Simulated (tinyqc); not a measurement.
Surface Green function of a chain with one s and one p orbital a site, Sancho-Rubio decimation: one step of the calculation.

A semi-infinite lead of cells 0, 1, 2, ... with H0 inside a cell and H1 = <cell i|H|cell i + 1>. H1 = [[-vss, vsp], [-vsp, vpp]]. z = E + i eta.

Question. Self-energy, Dyson check and densities of states. Sigma = H1 g_s H1^dagger is what the lead adds to one more cell, and (z - H0 - Sigma)^(-1) must give g_s back. Densities of states: -Im of the diagonals over pi.

Inputs (values chosen for the exercise): energy E = 1.52 eV; broadening eta = 0.01 eV.

H0 (eV):
```
       s     p
s  -0.27     0
p      0  0.34
```

H1 (eV):
```
       s     p
s     -1  0.63
p  -0.63  0.86
```

converged surface Green function g_s (1/eV):
```
                       s                      p
s   0.2783050-1.3831166i  -0.5252956-1.5208502i
p  -0.5252956-1.5208502i  -0.1165477-1.9304513i
```

converged bulk Green function (1/eV):
```
                      s                      p
s  0.0095324-2.1004317i   0.0000000+0.0000000i
p  0.0000000+0.0000000i  -0.0155804-1.4980665i
```

Wanted: Sigma; (z - H0 - Sigma)^(-1); surface density of states; bulk density of states.

Answer.

Sigma (eV):
```
                s               p
s  0.8939-0.2330i  0.7724-0.0057i
p  0.7724-0.0057i  0.5935-0.3287i
```

(z - H0 - Sigma)^(-1) (1/eV):
```
               s              p
s   0.278-1.383i  -0.525-1.521i
p  -0.525-1.521i  -0.117-1.930i
```

surface density of states, orbital s to p (1/eV): [0.4403, 0.6145]
bulk density of states, orbital s to p (1/eV): [0.6686, 0.4768]

Computed by the program tinyqc: `OMP_NUM_THREADS=1 python tinyqc.py 2680120 2680121 out.jsonl`, one thread of a shared Intel Xeon 2.30GHz, about 0.06 s for the whole run.
